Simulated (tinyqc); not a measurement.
Doping from resistivity.

Question. A uniform, uncompensated and fully ionised sample has rho = 1/(q N mu), mu = m1 + (m2 (T/300 K)^(-bt) - m1)/(1 + (N/Nr)^am). Find N, mu and the diffusion coefficient mu Vt.

Parameters, values chosen for the exercise: temperature T = 300 K; mobility limit at high doping m1 = 69.5 cm^2/(V s); mobility limit at low doping, at 300 K m2 = 1430 cm^2/(V s); reference doping of the mobility law Nr = 9.06e16 cm^-3; exponent of the mobility law am = 0.728; temperature exponent of m2 bt = 2.5.

Constants: q = 1.602176634e-19 C, kB = 1.380649e-23 J/K, Vt = kB T/q. Results are converted to the units shown.

resistivity = 3.7855236 ohm cm

Answer. With am below 1 the product N mu rises steadily with N, so one doping matches; it is found by iterating N = 1/(q rho mu(N)).

N = 1.200e15 cm^-3
mu = 1374 cm^2/(V s)
diffusion coefficient = 35.52 cm^2/s

Computed by the program tinyqc: `OMP_NUM_THREADS=1 python tinyqc.py 2110147 2110148 out.jsonl`, one thread of a shared Intel Xeon 2.30GHz, about 0.01 s for the whole run.
